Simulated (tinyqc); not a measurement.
The phase diagram: regular and subregular solution with a miscibility gap. Computed by tinyqc, a small Python program. Command: `OMP_NUM_THREADS=1 python tinyqc.py 3000169 3000170 out.jsonl regsol walk`. One thread of a shared host (Intel(R) Xeon(R) Processor @ 2.30GHz), about 0.03 s of CPU time with the checks.

Per mole of mixing sites: G(x) = x (1 - x) [L0 + L1 (1 - 2x)] + R T [x ln x + (1 - x) ln(1 - x)], x the fraction of B.

Inputs (values chosen for the exercise, modelled on Ga(1-x)In(x)P):

| quantity | value | unit |
|---|---|---|
| lattice constant a_A | 5.451 | angstrom |
| lattice constant a_B | 5.869 | angstrom |
| constant K | 46900 | kJ angstrom^2.5/mol |
| asymmetry L1 | 0.97 | kJ/mol |

Source of L0: delta-lattice-parameter rule.

Constants: R = 8.314462618 J/(mol K).

Method:
- A bonding enthalpy -K a^(-2.5) with a linear in x gives L0 = 4.375 K (a_A - a_B)^2/abar^4.5, abar the mean lattice constant; eta = (a_B - a_A)/abar.
- The spinodal is G'' = 0, R T_s(x) = x (1 - x) [2 L0 + 6 L1 (1 - 2x)]; the critical point is its maximum.
- G' = L0 (1 - 2x) + L1 (1 - 6x + 6x^2) + R T ln[x/(1 - x)]; G'' = -2 L0 - 6 L1 (1 - 2x) + R T/[x (1 - x)].
- Common tangent: F1 = G'(x1) - G'(x2) = 0 and F2 = [G - x G'](x1) - [G - x G'](x2) = 0. Newton step: J = [[G''(x1), -G''(x2)], [-x1 G''(x1), x2 G''(x2)]], J dx = -F; a step that would leave 0 < x < 1 is halved until it stays inside. The start is x1 = s0, x2 = 1 - s0.
- For this table each start is x_s1/6 and 1 - (1 - x_s2)/6. The dilute estimate of x1 is exp(-(L0 + L1)/(R T)).

critical temperature T_c = 891.517 K

critical composition x_c = 0.451834

L0 = 14.6835 kJ/mol

Binodal and spinodal:

| T (K) | binodal x1 | spinodal x_s1 | spinodal x_s2 | binodal x2 | dilute estimate of x1 |
|---|---|---|---|---|---|
| 357 | 0.0054072 | 0.096437 | 0.86322 | 0.98934 | 0.0051250 |
| 446 | 0.016715 | 0.12578 | 0.82420 | 0.97066 | 0.014680 |
| 535 | 0.037544 | 0.15855 | 0.78191 | 0.93909 | 0.029628 |
| 624 | 0.070993 | 0.19616 | 0.73493 | 0.89171 | 0.048942 |
| 713 | 0.12232 | 0.24134 | 0.68050 | 0.82346 | 0.071325 |
| 802 | 0.20455 | 0.30120 | 0.61151 | 0.72152 | 0.095609 |
| 856 | 0.28989 | 0.35602 | 0.55123 | 0.62297 | 0.11087 |

The dilute estimate is 0.95 of x1 at the lowest T and 0.38 at the highest: it drops the pull of the other solutes and the impurity of the second phase. Near the top the binodal is 1.71 times as wide as the spinodal; the mean-field limit at T_c is sqrt(3) = 1.73. The gap is lopsided: at the lowest T, A dissolves 0.0054 of B and B dissolves 0.011 of A.

Extremes, crossings and ranges named in words are read from the listed rows.
